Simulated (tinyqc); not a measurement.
Valence-band offset from core levels (Kraut method), with the dipole against the affinity rule: one step of the calculation.

Binding energies are counted downwards from the Fermi level. dEv > 0 means that the valence edge of B lies below that of A, dEc > 0 that the conduction edge of B lies above that of A; dEc + dEv = EgB - EgA. The spectra are made-up values treated as data.

Task. Valence-band maximum of bare A. Fit a straight line to the leading edge by least squares; the maximum vA lies where it meets the background.

Inputs (values chosen for the exercise): background counts in the gap bg = 29.

```
point  binding energy (eV)  counts on the leading edge
0                     0.67                          92
1                     0.79                         122
2                     0.91                         152
3                     1.03                         182
4                     1.15                         212
5                     1.27                         242
```

Find: slope; intercept; vA.

Result.

slope = 250.0 counts/eV
intercept = -75.50 counts
vA = 0.4180 eV

Computed by the program tinyqc: `OMP_NUM_THREADS=1 python tinyqc.py 2410065 2410066 out.jsonl`, one thread of a shared Intel Xeon 2.30GHz, about 0.01 s for the whole run.
